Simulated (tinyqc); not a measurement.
Worked calculation: geometry optimisation on the RHF/sto-3g surface (energies and gradients from PySCF), for H4, spin multiplicity 1. One step of it, computed by the program tinyqc.

Question. Step 3: move. Quasi-Newton step p = -H^(-1) g (the inverse Hessian comes from BFGS updates; coordinates in the order x, y, z of each atom); steps longer than 0.1 bohr are cut back (factor 0.350 here).

positions after step 2 (bohr):
```
,x,y,z
1H,-0.003698,0.038141,-0.011153
2H,0.028236,-0.043112,1.426012
3H,-0.053936,-0.030450,3.625924
4H,-0.048082,-0.091191,5.067362
```

gradient (hartree/bohr):
```
,x,y,z
1H,-0.00139397,0.00264136,-0.03591470
2H,0.00001201,-0.00299622,0.08913525
3H,0.00090005,0.00232440,-0.09046679
4H,0.00048190,-0.00196953,0.03724624
```

inverse Hessian in use (bohr^2/hartree):
```
,1,2,3,4,5,6,7,8,9,10,11,12
1,3.333265,0.000364,-0.008687,0.000120,-0.000234,0.003389,-0.000018,0.000235,-0.005604,-0.000034,-0.000365,0.010902
2,0.000364,3.332232,0.021562,-0.000210,0.000934,-0.021610,-0.000131,-0.000806,0.025431,-0.000023,0.000973,-0.025383
3,-0.008687,0.021562,2.958467,0.002569,-0.020550,0.537116,0.004412,0.016718,-0.582797,0.001707,-0.017730,0.420546
4,0.000120,-0.000210,0.002569,3.333328,0.000252,-0.007352,-0.000065,-0.000237,0.008395,-0.000050,0.000195,-0.003612
5,-0.000234,0.000934,-0.020550,0.000252,3.332650,0.012871,0.000022,0.000639,-0.017519,-0.000041,-0.000890,0.025198
6,0.003389,-0.021610,0.537116,-0.007352,0.012871,3.168198,0.001239,-0.011938,0.271121,0.002724,0.020676,-0.643102
7,-0.000018,-0.000131,0.004412,-0.000065,0.000022,0.001239,3.333363,0.000011,-0.001328,0.000053,0.000097,-0.004324
8,0.000235,-0.000806,0.016718,-0.000237,0.000639,-0.011938,0.000011,3.332579,0.019669,-0.000009,0.000921,-0.024450
9,-0.005604,0.025431,-0.582797,0.008395,-0.017519,0.271121,-0.001328,0.019669,2.857049,-0.001464,-0.027580,0.787960
10,-0.000034,-0.000023,0.001707,-0.000050,-0.000041,0.002724,0.000053,-0.000009,-0.001464,3.333365,0.000073,-0.002966
11,-0.000365,0.000973,-0.017730,0.000195,-0.000890,0.020676,0.000097,0.000921,-0.027580,0.000073,3.332328,0.024634
12,0.010902,-0.025383,0.420546,-0.003612,0.025198,-0.643102,-0.004324,-0.024450,0.787960,-0.002966,0.024634,2.767929
```

Give: positions after step 3.

Answer.

positions after step 3 (bohr):
```
,x,y,z
1H,-0.0026,0.0371,-0.0147
2H,0.0288,-0.0412,1.3509
3H,-0.0550,-0.0316,3.6903
4H,-0.0487,-0.0910,5.0817
```
